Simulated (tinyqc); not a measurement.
# Tunnelling through a gate dielectric with the two-band (Franz) dispersion, WKB transmission and Tsu-Esaki current: two studies

Electrons leave the emitter at x = 0. Energies E (motion across the layers) are in eV from the emitter Fermi level; the collector Fermi level lies at -V and offers states at every E. No charge in the dielectric and no image force: F1 = V/t1, U = phi1 - F1 x. With C = hbar^2/(2 m0), kappa = sqrt(m u (1 - u/Egx)/C), u = U - E where U > E and 0 elsewhere; T(E) = exp(-S), S = 2 times the integral of kappa over x.

Inputs (values chosen for the exercise); dielectric values close to those of hafnium oxide:

| symbol | value | unit | meaning |
|---|---|---|---|
| T | 400 | K | temperature |
| Ef | 0.45 | eV | Fermi energy of the emitter above its band bottom |
| me | 1 | m0 | emitter mass in the supply function |
| phi1 | 1.55 | eV | barrier of layer 1 above the emitter Fermi level at zero bias |
| m1 | 0.19 | m0 | tunnelling mass of layer 1 |
| t1 | 2.2 | nm | thickness of layer 1 |
| Egx | 5.6 | eV | gap parameter of the two-band dispersion, set freely |
| V | 1 | V | voltage across the dielectric |

Constants: q = 1.602176634e-19 C, kB = 1.380649e-23 J/K, hbar = 1.054571817e-34 J s, m0 = 9.1093837015e-31 kg, Vt = kB T/q, hbar^2/(2 m0) = 0.0380998212 eV nm^2. Results are converted to the units shown.

Each table varies one quantity; the others keep the values above.

## Current against voltage

Each layer adds (2/F) sqrt(m/C) [G(u at its left edge) - G(u at its right edge)] to S, with u = U - E (0 where negative) and G(u) = Egx^1.5 (th - sin(4 th)/4)/4, th = arcsin sqrt(u/Egx). J = J0 times the integral of T(E) N(E) dE, N = ln[(1 + exp(-E/Vt))/(1 + exp((-E - V)/Vt))], J0 = q^2 me m0 kB T/(2 pi^2 hbar^3) (times 1e-4 for A/cm^2 per eV), from E = -Ef to far above the barrier (T = 1 there), by quadrature converged to the digits shown.

Results:

| V (V) | S at E = 0 | T(E = 0) | J (A/cm^2) | mean E of the current (eV) |
|---|---|---|---|---|
| 0.2 | 10.18 | 3.785e-5 | 2.612e4 | -0.2386 |
| 0.59 | 9.659 | 6.387e-5 | 5.478e4 | -0.2635 |
| 0.97 | 9.001 | 1.233e-4 | 9.184e4 | -0.2557 |
| 1.36 | 8.085 | 3.081e-4 | 1.858e5 | -0.2435 |
| 2.14 | 5.389 | 0.004566 | 2.098e6 | -0.2191 |
| 2.52 | 4.576 | 0.01029 | 5.601e6 | -0.2315 |
| 2.91 | 3.963 | 0.01900 | 1.183e7 | -0.2406 |
| 3.3 | 3.495 | 0.03036 | 2.101e7 | -0.2475 |

Estimate the missing row, V = 1.75 V.

Computed row:

| V (V) | S at E = 0 | T(E = 0) | J (A/cm^2) | mean E of the current (eV) |
|---|---|---|---|---|
| 1.75 | 6.590 | 0.001374 | 5.440e5 | -0.2144 |

With this row back in the table: J rises from 26100 to 2.10e7 A/cm^2, by 0.825 decades a volt between the first two rows and 0.640 between the last two. From V = 1.75 V on (among the rows) a band edge falls below the emitter Fermi level, so electrons at E = 0 no longer cross the full thickness. In 3 of the 9 rows the field exceeds 10 MV/cm (up to 15.0), more than most dielectrics sustain; the model ignores breakdown. In 4 of the 9 rows S is below 6, where a WKB prefactor of 1 is a rough guess.

## Effect of the tunnelling mass m1

Same model as above.

Results:

| m1 (m0) | S at E = 0 | T(E = 0) | J (A/cm^2) | mean E of the current (eV) |
|---|---|---|---|---|
| 0.12 | 7.106 | 8.205e-4 | 7.075e5 | -0.2638 |
| 0.15 | 7.944 | 3.547e-4 | 2.842e5 | -0.2598 |
| 0.2 | 9.173 | 1.038e-4 | 7.481e4 | -0.2538 |
| 0.25 | 10.26 | 3.514e-5 | 2.313e4 | -0.2484 |
| 0.4 | 12.97 | 2.322e-6 | 1226 | -0.2343 |
| 0.5 | 14.50 | 5.022e-7 | 235.5 | -0.2260 |
| 0.63 | 16.28 | 8.497e-8 | 34.89 | -0.2161 |

Estimate the missing row, m1 = 0.31 m0.

Computed row:

| m1 (m0) | S at E = 0 | T(E = 0) | J (A/cm^2) | mean E of the current (eV) |
|---|---|---|---|---|
| 0.31 | 11.42 | 1.097e-5 | 6557 | -0.2425 |

With this row back in the table: J falls from 7.07e5 to 34.9 A/cm^2. S goes as m1^(0.50): kappa is proportional to the square root of the mass.

Program tinyqc, `OMP_NUM_THREADS=1 python tinyqc.py 2540116 2540117 out.jsonl`; Intel Xeon 2.30GHz, shared host, one thread, about 0.04 s.
